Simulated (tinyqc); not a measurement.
Two-sublattice mean-field magnet: ferrimagnet, compensation points and susceptibility. From b back to z J_AB. Computed by tinyqc, a small Python program. Command: `OMP_NUM_THREADS=1 python tinyqc.py 3030420 3030421 out.jsonl ferri inv`. One thread of a shared host (Intel(R) Xeon(R) Processor @ 2.30GHz), about 0.03 s of CPU time with the checks.

A random alloy A(1-x)B(x) with H = -sum over pairs J S_i.S_j. a = <S_A> and b = <S_B> are taken along z, a > 0. Exchange fields: h_A = (1 - x) zJ_AA a + x zJ_AB b, h_B = (1 - x) zJ_AB a + x zJ_BB b; a = S_A B_(S_A)(S_A h_A/(k_B T)) and likewise for b, with the Brillouin function B_S(y) = [(2S + 1)/(2S)] coth[(2S + 1) y/(2S)] - [1/(2S)] coth[y/(2S)].

Inputs (values chosen for the exercise, for a model ferrimagnet):

| quantity | value | unit |
|---|---|---|
| spin S_A | 2 | - |
| spin S_B | 2.5 | - |
| fraction x of B sites | 0.34 | - |
| z J_AA | 40.9 | meV |
| z J_BB | 1.1 | meV |
| T over T_c | 0.57 | - |
| largest number of steps | 3000 | - |

Constants: k_B = 8.617333262e-05 eV/K.

Method. Linearised, T (a, b) = M (a, b) with M_ij = S_i (S_i + 1) c_j zJ_ij/(3 k_B), c_A = 1 - x, c_B = x. T_c is the larger eigenvalue, and its eigenvector gives b/a at onset, (T_c - M_AA)/M_AB. Repeat from a = S_A, b = -S_B until a and b change by less than 1e-10.

Question. A run gave the result below. Find the z J_AB, known to lie between -15 and -5.2 meV.

b = -0.7719486

Answer.

Each step takes the trial c = (a f_b - b f_a)/(f_b - f_a), f being the result less the target; c replaces end b, the old b replaces a if the sign of f changed, and otherwise f_a is halved.

Scan of the range:

| z J_AB (meV) | b |
|---|---|
| -15.00 | -1.32836 |
| -13.40 | -1.23423 |
| -11.70 | -1.12136 |
| -10.10 | -1.00230 |
| -8.47 | -0.86793 |
| -6.83 | -0.71975 |
| -5.20 | -0.56064 |

False position (Illinois rule) inside the bracket:

| step | end a | end b | trial | b |
|---|---|---|---|---|
| 1 | -8.47000 | -6.83000 | -7.40768 | -0.773384 |
| 2 | -6.83000 | -7.40768 | -7.39222 | -0.771969 |
| 3 | -6.83000 | -7.39222 | -7.39179 | -0.771929 |
| 4 | -7.39222 | -7.39179 | -7.39200 | -0.771949 |

b rises at every point of a 13-point scan of the range (every second point is shown), so one value fits; it is bracketed by -8.47 and -6.83. Answer: z J_AB = -7.392 meV.
